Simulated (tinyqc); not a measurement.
What moves the zone average: special k points of the hexagonal lattice.

Lattice vectors in units of a: a1 = (1, 0), a2 = (-1/2, sqrt(3)/2); reciprocal vectors b_i with a_i . b_j = 2 pi delta_ij. Mesh: k = sum_i f_i b_i with f_i = (2 j_i + shift)/(2 N), j_i = 0 .. N-1. The point group of the lattice has 12 operations; only those that map the mesh onto itself are used.

A_m(k) = sum over the m-th star of lattice vectors R of cos(k . R), stars in order of length: m = 1: |R|^2 = 1, 6 vectors, such as (1, 1) in the basis a_i; m = 2: |R|^2 = 3, 6 vectors, such as (2, 1) in the basis a_i; m = 3: |R|^2 = 4, 6 vectors, such as (2, 2) in the basis a_i; m = 4: |R|^2 = 7, 12 vectors, such as (3, 2) in the basis a_i; m = 5: |R|^2 = 9, 6 vectors, such as (3, 3) in the basis a_i; m = 6: |R|^2 = 12, 6 vectors, such as (4, 2) in the basis a_i. The zone mean of every A_m is zero.

Test function, the lower band of a two-band insulator: E(k) = -sqrt(D^2 + (e0 - t A_1(k))^2).

Parameters, chosen for this exercise: D = 1.15 eV (half gap term); t = 0.61 eV (coupling); e0 = 1.6 eV (offset); N = 4 (points along each reciprocal vector); shift = 0 (half steps).

Mean of E over the mesh, and its error against the unshifted mesh with N = 96.

One parameter was then changed.

Results before and after:

| case | mean (eV) | error (meV) | irreducible points |
|---|---|---|---|
| base | -2.3147 | 34.49 | 4 |
| changed | -2.5466 | 67.57 | 4 |

Which of these changes was made? (a) t = 0.793 eV; (b) shift = 1; (c) N = 5; (d) D = 0.805 eV.
Answer: (a) t = 0.793 eV. Of the candidates, run in turn, only this one gives the changed row.

All candidates:

| case | mean (eV) | error (meV) | irreducible points |
|---|---|---|---|
| base | -2.3147 | 34.49 | 4 |
| N = 5 | -2.3481 | 1.09 | 5 |
| shift = 1 | -2.3595 | -10.29 | 6 |
| D = 0.805 eV | -2.1217 | 52.38 | 4 |
| t = 0.793 eV | -2.5466 | 67.57 | 4 |

Run: tinyqc, `OMP_NUM_THREADS=1 python tinyqc.py 1652175 1652176 out.jsonl`; Intel(R) Xeon(R) Processor @ 2.30GHz, one thread, shared host; about 0.08 s of CPU time with all checks.
